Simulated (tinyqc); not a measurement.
Implant damage, amorphisation by cascade overlap, and solid-phase epitaxial regrowth: one step, computed by the program tinyqc.

Range and width of the damage are inputs. Dynamic annealing enters only through the surviving share f.

Task: Overlap model. Gibbons model: a point turns amorphous after n + 1 hits; with y = A_i Q the amorphous share is 1 - exp(-y) sum_(k=0..n) y^k/k!. Doses are set by y.

Inputs (values chosen for the exercise, modelled on fluorine ions in germanium): overlaps needed n = 2; area amorphised by one track A_i = 0.3 nm^2.

Give: the table «Amorphous share» with the columns Q (1/cm^2), direct impact (n = 0), given n, for y = 0.1, 0.3, 0.6, 1.0, 2.0, 3.0, 5.0, 8.0.

Result:

Amorphous share:
```
y    Q (1/cm^2)  direct impact (n = 0)     given n
0.1  3.3333e+13                0.09516  1.5465e-04
0.3  1.0000e+14                0.25918  3.5995e-03
0.6  2.0000e+14                0.45119  2.3115e-02
1.0  3.3333e+14                0.63212  8.0301e-02
2.0  6.6667e+14                0.86466  3.2332e-01
3.0  1.0000e+15                0.95021  5.7681e-01
5.0  1.6667e+15                0.99326  8.7535e-01
8.0  2.6667e+15                0.99966  9.8625e-01
```

At small y the share grows as y^3; between the first rows the exponent is 2.86.
